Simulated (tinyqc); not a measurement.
Inside a calculation: free and nearly free electrons in a metal. Values are carried at full precision from step to step, so a last printed digit may differ when a step is redone from the rounded ones.

The cubic cell holds 2 atoms: n = 2 z/a^3, kF = (3 pi^2 n)^(1/3), EF = c kF^2/m, vF = 2 c kF/(m hbar), c = hbar^2/2m0; rs = (3/(4 pi n))^(1/3)/a0; D(EF) = 3 n/(2 EF).

Constants: hbar^2/2m0 = 3.80998211 eV angstrom^2; hbar = 6.58211957e-16 eV s; a0 (Bohr radius) = 0.5291772105 angstrom; kB = 8.617333262e-05 eV/K.

Inputs chosen for the exercise (near those of W, whose d bands this model ignores; shifted at random, so the results belong to these values and not to a real crystal):
- a = 3.179 angstrom (bcc lattice constant)
- z = 2 (free electrons an atom)
- m = 1 m0 (mass)
- rho = 6.02 micro-ohm cm (bulk resistivity)
- T = 300 K
- V = 0.71 eV (|V_G| for G = (110))
- x = 0.82 (k along G as a share of |G|/2)

## The Fermi sphere

Evaluate the free-electron quantities.

n = 0.12451 1/angstrom^3
kF = 1.5448 1/angstrom
EF = 9.092 eV
vF = 1.788e+06 m/s
rs = 2.348
D(EF) per atom = 0.3300 1/eV

## Relaxation time and mean free path

Drude: 1/rho = n e^2 tau/(m m0) with e = 1.602176634e-19 C and m0 = 9.1093837e-31 kg; mean free path l = vF tau; rho l = hbar kF/(n e^2) = 12 pi^3 hbar/(e^2 S) with S = 4 pi kF^2 does not depend on tau or m.

Use SI units: n in 1/m^3 (1e30 per 1/angstrom^3), rho in ohm m (1e-8 per micro-ohm cm).

tau = 4.73 fs
l = 8.47 nm
rho l = 5.097 1e-16 ohm m^2

Wires lose conductivity to surfaces and grain boundaries, with an excess that scales as rho l over the width and is of the order of rho itself at a width of l = 8 nm. For a transition metal free electrons can miss l and rho l by a factor of two.

## Thermal quantities

gamma = (pi^2/3) kB^2 D(EF) per atom, times 96485.33 x 1e3 for mJ/(mol K^2); mu(T) = EF (1 - (pi kB T/EF)^2/12); Wiedemann-Franz kappa = L0 T/rho with L0 = (pi^2/3) (kB/e)^2, kB/e in V/K.

gamma = 0.778 mJ/(mol K^2)
mu - EF = -0.0605 meV
kappa = 122 W/(m K)

The d states at EF, left out, make the measured gamma larger.

## The sphere against the zone faces

Take G = (hkl) 2 pi/a for (110), (200) and (211), with the number of equivalent faces. The Bragg plane of G lies at |G|/2 with |G| = (2 pi/a) sqrt(h^2 + k^2 + l^2). Where kF exceeds it, the sphere cuts the plane in a circle of radius sqrt(kF^2 - G^2/4).

Distance and circle for each G:
```
G      faces  |G|/2 (1/angstrom)  kF/(|G|/2)  circle radius
(110)     12              1.3976      1.1053         0.6582
(200)      6              1.9765      0.7816              -
(211)     24              2.4207      0.6382              -
```

The sphere crosses the (110) faces, so electrons spill into higher zones.

## Two plane waves near the face

Two plane waves k and k - G, G = (110) (2 pi/a): H = [[c k^2/m, V], [V, c (k - G)^2/m]] with c = hbar^2/2m0.

Build H for k along G, diagonalise, and give the weight of the first wave in the lower state and its velocity along G relative to a free electron, (w k + (1 - w)(k - G))/k.

H (eV):
```
        1        2
1  5.0038   0.7100
2  0.7100  10.3618
```

levels (eV): 4.9113  10.4543

w = 0.9833
v/v_free = 0.9593

The splitting is 5.543 eV here and 2V = 1.42 eV on the face, where the normal velocity vanishes. There the lower band lies at 6.732 eV and the upper at 8.152 eV, both below the free EF of 9.092 eV: the face centre is filled in both bands and band 2 holds electrons here, while band 1 may keep holes at the zone corners.

## Checks

- Lower level against the closed form of the 2 x 2 problem (eV): both 4.9113.
- The product rho l against hbar kF/(n e^2) (1e-16 ohm m^2): both 5.097.

Program tinyqc; command `OMP_NUM_THREADS=1 python tinyqc.py 1650414 1650415 out.jsonl`; about 0.01 s on one thread of a shared Intel(R) Xeon(R) Processor @ 2.30GHz.
